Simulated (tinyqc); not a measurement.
## Trap density from the barrier height

Problem. In a partly depleted grain with all boundary traps filled, 2 N W = Qt and VB = q N W^2/(2 eps0 eps_r). Find Qt, W and the doping at which VB would equal Vt.

Values chosen for this exercise: temperature T = 300 K; relative permittivity eps_r = 11.7.

Constants: q = 1.602176634e-19 C, kB = 1.380649e-23 J/K, Vt = kB T/q, eps0 = 8.8541878128e-14 F/cm where lengths are in cm. Results are converted to the units shown.

doping = 3.6e17 cm^-3
barrier height = 0.15519623 V

Solution. Eliminating W gives VB = q Qt^2/(8 eps0 eps_r N), which falls as 1/N.

Qt = 1.70e12 cm^-2
W = 23.6 nm
doping for VB = Vt = 2.16e18 cm^-3

tinyqc, about 0.01 s, one thread, Intel Xeon 2.30GHz (shared host): `OMP_NUM_THREADS=1 python tinyqc.py 2830074 2830075 out.jsonl`
